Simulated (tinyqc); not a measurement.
Worked calculation: LCCD on RHF in the sto-3g basis, for H3-, spin multiplicity 1. The basis has no diffuse functions, so it cannot describe the extra electron: this is an exercise in the method, not the real anion. One step of it, computed by the program tinyqc.

Question. Iteration 1: building the Fock matrix. J_ij = sum D_kl (ij|kl), K_ij = sum D_kl (ik|jl); F = H + J - 0.5 K; E = tr D H + tr D J / 2 - 0.25 tr D K + E_nn.

D at the start, lower triangle:
```
          1H 1s     2H 1s     3H 1s
1H 1s  1.212969
2H 1s  0.122336  1.282925
3H 1s  0.122344  0.039010  1.282900
```

core Hamiltonian H = T + V (hartree), lower triangle:
```
           1H 1s      2H 1s      3H 1s
1H 1s  -1.403499
2H 1s  -0.734794  -1.187235
3H 1s  -0.735150  -0.185181  -1.187376
```

Two-electron integrals (ij|kl) in chemists' order, unique and non-zero (hartree):
```
(11|11) 0.774606   (21|11) 0.262685   (21|21) 0.118379   (22|11) 0.444601
(22|21) 0.262685   (22|22) 0.774606   (31|11) 0.262834   (31|21) 0.085564
(31|22) 0.144693   (31|31) 0.118498   (32|11) 0.056661   (32|21) 0.022750
(32|22) 0.046323   (32|31) 0.022760   (32|32) 0.005223   (33|11) 0.444710
(33|21) 0.144644   (33|22) 0.251730   (33|31) 0.262834   (33|32) 0.046323
(33|33) 0.774606
```

nuclear repulsion = 1.20853499 hartree

Give: Coulomb J; exchange K; Fock matrix F; total energy of this density.

Answer.

Coulomb J (hartree), lower triangle:
```
        1H 1s   2H 1s   3H 1s
1H 1s  2.2135
2H 1s  0.8929  1.9593
3H 1s  0.8933  0.1991  1.9594
```

exchange K (hartree), lower triangle:
```
        1H 1s   2H 1s   3H 1s
1H 1s  1.3787
2H 1s  0.7776  1.2175
3H 1s  0.7780  0.2736  1.2177
```

Fock matrix F (hartree), lower triangle:
```
         1H 1s    2H 1s   3H 1s
1H 1s   0.1206
2H 1s  -0.2307   0.1633
3H 1s  -0.2308  -0.1229  0.1632
```

total energy of this density = -1.131591 hartree

This density is the starting one; it is not idempotent, so its energy is not variational and may lie below the converged one.
